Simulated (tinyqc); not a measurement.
Holstein polaron on two sites: one step, computed by the program tinyqc. Command: `OMP_NUM_THREADS=1 python tinyqc.py 3008162 3008163 out.jsonl holstein walk`. One thread of a shared host (Intel(R) Xeon(R) Processor @ 2.30GHz), about 0.01 s of CPU time with the checks.

One electron on sites 1 and 2: H = -t (c1+ c2 + c2+ c1) + hbar omega sum_i b_i+ b_i - g hbar omega sum_i n_i (b_i + b_i+). The symmetric phonon shifts the energy by -g^2 hbar omega/2 and drops out; with b = (b_1 - b_2)/sqrt(2) there remains H = -t sigma_x + hbar omega b+ b - (g hbar omega/sqrt(2)) sigma_z (b + b+). Parity splits it into blocks p = +1 and -1 over phonon numbers n. Zero-point energies are left out. Weights Z refer to mode b alone; the displaced symmetric mode multiplies the full zero-phonon weight by exp(-g^2/2).

Problem. The even block in a small basis. Block p: H_nn = n hbar omega - p t (-1)^n - g^2 hbar omega/2, H_(n,n+1) = -(g hbar omega/sqrt(2)) sqrt(n + 1). Take p = +1 and n = 0..N-1.

Inputs (values chosen for the exercise, for a model dimer):
```
quantity                  value  unit
hopping t                    13   meV
phonon energy hbar omega   44.4   meV
coupling g                 0.75     -
phonon levels kept N          6     -
```

Give: H, even block.

Solution.

H, even block (meV), lower triangle (symmetric):
```
        1       2       3       4       5       6
1  -25.49
2  -23.55   44.91
3    0.00  -33.30   63.31
4    0.00    0.00  -40.78  133.71
5    0.00    0.00    0.00  -47.09  152.11
6    0.00    0.00    0.00    0.00  -52.65  222.51
```
